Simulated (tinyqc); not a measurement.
From results back to parameters: Kane-Mele model of a buckled honeycomb layer in a normal field. Two cases, with inputs chosen for the exercise.

Problem. The gaps of the two spins at a valley are 2|D - lam| and 2 (D + lam), where 2 lam is the gap at zero field and D = e b Ez > 0. The layer is known to be an ordinary band insulator. The gaps come from hidden lam and Ez.

Find: lam; Ez.

Method. A quarter of the sum is the larger of D and lam, a quarter of the difference the smaller; the gaps alone cannot say which is which. Here D > lam.

Case 1.

Values chosen: b = 0.3 angstrom (half the buckling height).

gaps (meV): 300.0000  1020.0000

Solution.

lam = 180.00 meV
Ez = 1.10 V/angstrom

Case 2.

Values chosen (out of a larger set: of the size used for silicene; not measured data): b = 0.25 angstrom (half the buckling height).

gaps (meV): 7.8000  28.2000

Solution.

lam = 5.10 meV
Ez = 0.0360 V/angstrom

Computed by tinyqc, one run a case: `OMP_NUM_THREADS=1 python tinyqc.py N N+1 out.jsonl` with N = 1451881, 1452033; one thread of a shared Intel(R) Xeon(R) Processor @ 2.30GHz, about 0.01 s a run at most.
